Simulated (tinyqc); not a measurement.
Range and order of the fit: effective mass of the conduction band from tabulated energies.

c = hbar^2/2m0. A uniform scatter of up to 0.3 meV has been added to mimic numerical noise.
Constants: hbar^2/2m0 = 3.80998211 eV angstrom^2.

Energies along [110], from the band edge:
```
k (1/angstrom)    E (meV)
0.000000          0.00000
0.005300          2.57770
0.010600         10.60540
0.015900         23.94740
0.021200         41.79390
0.026500         63.19600
0.031800         88.60930
0.037100        116.73020
0.042400        147.01900
```

reference mass (curvature of the model at k = 0.0001 1/angstrom) = 0.038800 m0

Least-squares fits of E = a k^2 (+ b k^4 + d k^6) over points 1 to n, and the line y = c k^2/E against E; errors of m against the reference.

Results:
```
n  E at point n (meV)  one term (%)  two terms (%)  three terms (%)  line (%)  rms residual, one term (meV)
3                23.9          3.76           4.76             8.52      6.68                         0.051
4                41.8          5.08           2.31             5.92      5.48                         0.200
5                63.2          7.62           0.89             3.60      4.43                         0.677
6                88.6         10.11           1.67             0.78      3.84                         1.158
7               116.7         12.95           2.20             0.97      3.40                         1.915
8               147.0         16.17           2.72             1.30      3.01                         2.989
```

What does the comparison show?

The error of the parabola goes from +3.76 to +16.17 % as the range widens, and at n = 8 its residual, 2.99 meV, is only 2.0 % of the top energy: a small residual does not vouch for the mass. Over the full range (n = 8) the best form is three terms (1.30 %); the line errs by +6.68 % at n = 3 and +3.01 % at n = 8. Many terms on few points amplify the scatter: three terms err by +8.5 % at n = 3 but by +1.3 % at n = 8.

(tinyqc, `OMP_NUM_THREADS=1 python tinyqc.py 1850843 1850844 out.jsonl`, Intel(R) Xeon(R) Processor @ 2.30GHz, 1 thread, shared host, about 0.01 s.)
